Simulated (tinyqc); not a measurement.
Schottky emission and Poole-Frenkel conduction in an insulator, and how to tell them apart: effect of temperature.

Schottky emission (electrode-limited): J = As T^2 exp[-(pb - b sqrt(F))/Vt], b = sqrt(q/(4 pi eps0 ei)). Poole-Frenkel emission (bulk-limited): J = s0 F exp[-(pt - 2 b sqrt(F))/Vt]. F in V/cm.

Both formulas at the same field.

Parameters, values chosen for the exercise; dielectric values close to those of silicon nitride: high-frequency relative permittivity ei = 4.31; trap depth pt = 1.14 eV; Poole-Frenkel prefactor s0 = 4.8 S/cm; electrode barrier pb = 1 eV; Richardson constant As = 26 A/(cm^2 K^2); field F = 0.8 MV/cm.

Constants: q = 1.602176634e-19 C, kB = 1.380649e-23 J/K, Vt = kB T/q, eps0 = 8.8541878128e-14 F/cm where lengths are in cm. Results are converted to the units shown.

Result of one run:

| J, Schottky (A/cm^2) | J, Poole-Frenkel (A/cm^2) | ratio |
|---|---|---|
| 0.007815 | 0.009080 | 0.8607 |

Which temperature T gave this result: 225, 340, 380 or 475 K?

T = 475 K.

The whole series:

| T (K) | J, Schottky (A/cm^2) | J, Poole-Frenkel (A/cm^2) | ratio |
|---|---|---|---|
| 225 | 2.411e-13 | 2.362e-12 | 0.1021 |
| 260 | 1.072e-10 | 6.681e-10 | 0.1604 |
| 300 | 2.072e-8 | 8.435e-8 | 0.2457 |
| 340 | 1.198e-6 | 3.411e-6 | 0.3511 |
| 380 | 3.021e-5 | 6.331e-5 | 0.4772 |
| 420 | 4.205e-4 | 6.737e-4 | 0.6242 |
| 475 | 0.007815 | 0.009080 | 0.8607 |

The Schottky current grows by 10.5 decades and the Poole-Frenkel current by 9.58, as their lowered barriers are 0.837 and 0.813 eV. A tunnelling current would hardly change over this range.

tinyqc, about 0.01 s, one thread, Intel Xeon 2.30GHz (shared host): `OMP_NUM_THREADS=1 python tinyqc.py 2370152 2370153 out.jsonl`
